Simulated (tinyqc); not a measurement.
Inside a calculation. Method: extended Hueckel theory, for H6. One step of it, computed by the program tinyqc.

Task: Orbitals. Solve H C = S C e through S^(-1/2); fill by pairs from the bottom, a degenerate level sharing its electrons equally; each orbital has its largest coefficient positive (the first on a tie).

H (eV), order 1H 1s, 2H 1s, 3H 1s, 4H 1s, 5H 1s, 6H 1s:
$$\begin{pmatrix}
-13.600000 & -12.189542 & -2.734770 & -0.515808 & -0.069722 & -0.008842 \\
-12.189542 & -13.600000 & -11.099778 & -2.734770 & -0.448245 & -0.069722 \\
-2.734770 & -11.099778 & -13.600000 & -12.189542 & -2.739384 & -0.516783 \\
-0.515808 & -2.734770 & -12.189542 & -13.600000 & -11.113928 & -2.739384 \\
-0.069722 & -0.448245 & -2.739384 & -11.113928 & -13.600000 & -12.189542 \\
-0.008842 & -0.069722 & -0.516783 & -2.739384 & -12.189542 & -13.600000
\end{pmatrix}$$

overlap S, order 1H 1s, 2H 1s, 3H 1s, 4H 1s, 5H 1s, 6H 1s:
$$\begin{pmatrix}
1.000000 & 0.512166 & 0.114906 & 0.021673 & 0.002929 & 0.000372 \\
0.512166 & 1.000000 & 0.466377 & 0.114906 & 0.018834 & 0.002929 \\
0.114906 & 0.466377 & 1.000000 & 0.512166 & 0.115100 & 0.021714 \\
0.021673 & 0.114906 & 0.512166 & 1.000000 & 0.466972 & 0.115100 \\
0.002929 & 0.018834 & 0.115100 & 0.466972 & 1.000000 & 0.512166 \\
0.000372 & 0.002929 & 0.021714 & 0.115100 & 0.512166 & 1.000000
\end{pmatrix}$$

valence electrons = 6

Give: orbital energies; occupations; coefficients; sum of one-electron energies.

Result:

orbital energies (eV): [-18.8498, -17.3892, -14.3884, -7.3874, 2.5509, 16.0316]

occupations: [2.0000, 2.0000, 2.0000, 0.0000, 0.0000, 0.0000]

coefficients, order 1H 1s, 2H 1s, 3H 1s, 4H 1s, 5H 1s, 6H 1s:
$$\begin{pmatrix}
0.1858 & 0.3654 & 0.4981 & -0.6244 & -0.6429 & -0.4208 \\
0.2888 & 0.3956 & 0.1920 & 0.3667 & 0.8632 & 0.8080 \\
0.3528 & 0.1570 & -0.4200 & 0.5292 & -0.3687 & -1.0576 \\
0.3530 & -0.1568 & -0.4196 & -0.5291 & -0.3670 & 1.0590 \\
0.2893 & -0.3951 & 0.1922 & -0.3668 & 0.8617 & -0.8105 \\
0.1861 & -0.3649 & 0.4984 & 0.6246 & -0.6418 & 0.4221
\end{pmatrix}$$

sum of one-electron energies = -101.2548 eV
